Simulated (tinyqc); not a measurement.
Gated graphene: carriers, quantum capacitance and optical conductivity: one step. Optical conductivity at one energy. Two cases, with inputs chosen for the exercise.

Task: Evaluate both parts and the absorption.

Conductivity over sigma0 = e^2/(4 hbar): interband Re = sinh(E/2kT)/(cosh(mu/kT) + cosh(E/2kT)); intraband Re = (8 kT/pi) ln(2 cosh(mu/2kT)) Gm/(E^2 + Gm^2). A free sheet absorbs about pi alpha_f Re(sigma/sigma0), alpha_f the fine-structure constant (alpha among the constants).

Constants: kB = 8.617333262e-05 eV/K; fine-structure constant alpha = 0.007297352564.

Case 1.

Values chosen (out of a larger set: Fermi velocity near that of graphene, gate dielectric near HfO2; not measured data): T = 300 K; E = 0.144 eV (photon energy); Gm = 10 meV (intraband damping).

mu = 0.050342 eV

Case 2.

Values chosen (out of a larger set: Fermi velocity near that of graphene, gate dielectric near hBN; not measured data): T = 400 K; E = 0.945 eV (photon energy); Gm = 2 meV (intraband damping).

mu = -0.269904 eV

Give: interband; intraband; absorption.

Result:

Case 1.

interband = 0.6893
intraband = 0.0350
absorption = 1.660 %

E is within 2 kT of 2|mu| = 0.1007 eV; at this temperature interband transitions are about half blocked; the universal value is pi alpha_f = 2.293 %.

Case 2.

interband = 0.9972
intraband = 0.0008
absorption = 2.288 %

E is above 2|mu| = 0.5398 eV; at this temperature interband transitions are mostly open; the universal value is pi alpha_f = 2.293 %.

Computed by tinyqc, one run a case: `OMP_NUM_THREADS=1 python tinyqc.py N N+1 out.jsonl` with N = 1652690, 1680781; one thread of a shared Intel(R) Xeon(R) Processor @ 2.30GHz, about 0.01 s a run at most.
